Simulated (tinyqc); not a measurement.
# Frequency dispersion of an accumulation capacitance by border traps, distributed model: what changes with what

Traps spread evenly through the insulator exchange electrons with the semiconductor by tunnelling, with tau(x) = t0 exp(2 ka x) at depth x from the interface. The admittance per area Y seen at depth x obeys dY/dx = -Y^2/(i w eps0 eox) + q Nb ln(1 + i w tau)/tau, with Y(0) = i w Cs and w = 2 pi f; the gate sees Y(tox) = G + i w C. Working variable y = Y/(i w), in uF/cm^2. Cox = eps0 eox/tox.

Parameters, values chosen for the exercise; permittivity close to that of zirconium oxide:
- eox = 21 (relative permittivity of the insulator)
- tox = 6.4 nm (insulator thickness)
- Cs = 1.9 uF/cm^2 (semiconductor capacitance in accumulation)
- Nb = 1.4e19 cm^-3 eV^-1 (density of border traps)
- ka = 5.1 1/nm (decay constant of the wave function in the insulator)
- t0 = 8e-9 s (time constant of a trap at the interface)
- f = 100 Hz (frequency)

Constants: q = 1.602176634e-19 C, eps0 = 8.8541878128e-14 F/cm where lengths are in cm. Results are converted to the units shown.

Each table varies one quantity; the others keep the values above.

## Capacitance and loss against frequency

Cox; trap-free value 1/(1/Cox + 1/Cs); response depth d = ln(1/(w t0))/(2 ka), where w tau = 1; lumped estimate: all traps within d act as C_bt = q Nb d placed at d/2, so C = 1/{1/[1/(1/Cs + d/(2 eps0 eox)) + C_bt] + (tox - d/2)/(eps0 eox)}. C and G from a fine integration; dispersion -d C/d log10 f over C, from f times and over 1.1. For a broad spread of time constants G/w is close to -(pi/2) dC/d ln w.

The same in every row: trap-free C (uF/cm^2) = 1.149.

Capacitance and loss against frequency:
```
f (Hz)	d (nm)	C (uF/cm^2)	G/w (uF/cm^2)	dispersion (% a decade)	-(pi/2) dC/d ln w (uF/cm^2)	lumped C (uF/cm^2)
10	1.422	1.285	0.01518	1.730	0.01517	1.275
100	1.196	1.264	0.01474	1.710	0.01474	1.254
1000	0.9704	1.242	0.01433	1.690	0.01432	1.233
10000	0.7447	1.222	0.01393	1.672	0.01393	1.212
1e5	0.5189	1.201	0.01354	1.654	0.01356	1.193
1e6	0.2932	1.182	0.01302	1.637	0.01320	1.173
1e7	0.06744	1.163	0.01099	1.511	0.01199	1.154
```

What does the table show?

C falls from 1.285 to 1.163 uF/cm^2, towards the trap-free 1.149; each decade of frequency removes ln 10/(2 ka) = 0.226 nm from the response depth. The dispersion falls from 1.73 to 1.51 % a decade and G/w falls from 0.0152 to 0.0110 uF/cm^2. G/w lies between 0.917 and 1.00 times -(pi/2) dC/d ln w, the relation for a broad spread of time constants.

## Effect of the density of border traps

Same model as above.

The same in every row: d (nm) = 1.196; trap-free C (uF/cm^2) = 1.149.

Result of one run:
```
Nb (cm^-3 eV^-1)	C (uF/cm^2)	G/w (uF/cm^2)	dispersion (% a decade)	-(pi/2) dC/d ln w (uF/cm^2)	lumped C (uF/cm^2)
6e18	1.199	0.006661	0.8140	0.006660	1.195
```

What becomes of these results when the density of border traps Nb is changed from 6e18 to 7e19 cm^-3 eV^-1, all else the same?

Result of the changed run:
```
Nb (cm^-3 eV^-1)	C (uF/cm^2)	G/w (uF/cm^2)	dispersion (% a decade)	-(pi/2) dC/d ln w (uF/cm^2)	lumped C (uF/cm^2)
7e19	1.626	0.05308	4.781	0.05302	1.584
```

The whole series:
```
Nb (cm^-3 eV^-1)	C (uF/cm^2)	G/w (uF/cm^2)	dispersion (% a decade)	-(pi/2) dC/d ln w (uF/cm^2)	lumped C (uF/cm^2)
1e18	1.157	0.001149	0.1455	0.001148	1.157
2e18	1.166	0.002282	0.2868	0.002281	1.164
6e18	1.199	0.006661	0.8140	0.006660	1.195
1e19	1.232	0.01081	1.286	0.01081	1.225
3e19	1.381	0.02856	3.029	0.02854	1.361
7e19	1.626	0.05308	4.781	0.05302	1.584
2e20	2.128	0.08614	5.914	0.08584	2.041
4e20	2.515	0.09649	5.592	0.09594	2.394
```

As Nb goes from 1e18 to 4e20, C rises from 1.16 to 2.52 uF/cm^2, the dispersion goes from 0.145 through a maximum of 5.91 (at Nb = 2e20 among the rows listed) to 5.59 % a decade and G/w rises from 0.00115 to 0.0965 uF/cm^2. The lumped estimate is 0.065 % below C in the first row and 4.8 % below it in the last. The dispersion goes as Nb^(0.98) between the first two rows and Nb^(-0.08) between the last two: dense traps near the interface screen those behind them.

tinyqc, about 0.4 s, one thread, Intel Xeon 2.30GHz (shared host): `OMP_NUM_THREADS=1 python tinyqc.py 2202146 2202147 out.jsonl`
